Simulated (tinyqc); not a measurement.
Strain-driven roughening and islands of a mismatched epitaxial film: one step, computed by the program tinyqc. Command: `OMP_NUM_THREADS=1 python tinyqc.py 3030118 3030119 out.jsonl island walk`. One thread of a shared host (Intel(R) Xeon(R) Processor @ 2.30GHz), about 0.01 s of CPU time with the checks.

Film and substrate share isotropic elastic constants; the film is coherent and biaxially strained.

Problem. Which shape at the volume V. Shallow faceted island (Tersoff form): E = 4 Gam V^(2/3) tan^(1/3)(theta) - 6 c V tan(theta), Gam = gamma [x/sin(theta) - 1/tan(theta)], x the facet energy over gamma, c = stress^2 (1 - nu)/(2 pi G). The two energies cross at V_x^(1/3) = 4 [Gam_2 t2^(1/3) - Gam_1 t1^(1/3)]/(6 c (t2 - t1)), t = tan(theta); mu = dE/dV.

Inputs (values chosen for the exercise, for a model film):
```
quantity,value,unit
shear modulus G,97.2,GPa
Poisson ratio nu,0.19,-
surface energy gamma,1.3,J/m^2
contact angle of the shallow shape theta_1,12.2,degrees
contact angle of the steep shape theta_2,22.8,degrees
facet energy of shape 1 over gamma,1.003,-
facet energy of shape 2 over gamma,1.013,-
island volume V,12000,nm^3
```

stress = 5.22648 GPa

Gam of shape 2 = 0.3057371 J/m^2

Gam of shape 1 = 0.1573849 J/m^2

c = 0.03622909 GPa

Constants: e = 1.602176634e-19 C.

Give: E of shape 1; E of shape 2; crossing volume V_x; jump of mu at V_x, shape 2 less shape 1.

Solution.

E of shape 1 = -2284 eV

E of shape 2 = -3847 eV

crossing volume V_x = 1784 nm^3

jump of mu at V_x, shape 2 less shape 1 = -14.79 MJ/m^3

At V the steep shape is lower. At V_x the chemical potential drops, so islands that have turned steep grow at the cost of the shallow ones.
